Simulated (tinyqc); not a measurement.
Length of a molecular wire: coherent transport through a tight-binding bridge. Computed by the program tinyqc. 

A uniform bridge between two chains:
```
parameter                        value
site energy (eV)              3.100000
hopping in the bridge (eV)    0.840000
lead hopping (eV)             2.680000
couplings (eV)              0.59, 1.04
E (eV)                        0.410000
```

T = Gamma_L Gamma_R |G_1n|^2 with the self-energies of semi-infinite chains.

Transmission against length:
```
sites           T     ln T
2      3.2342e-03   -5.734
3      3.9653e-04   -7.833
4      4.8742e-05   -9.929
5      5.9933e-06  -12.025
6      7.3698e-07  -14.121
7      9.0624e-08  -16.217
8      1.1144e-08  -18.312
9      1.3703e-09  -20.408
10     1.6850e-10  -22.504
```

E lies outside the band of the bridge (|E - e|/2h = 1.601 > 1), so T decays as exp(-beta n) with beta = 2 arccosh(1.601) = 2.0958 a site; the last two rows give 2.0958.
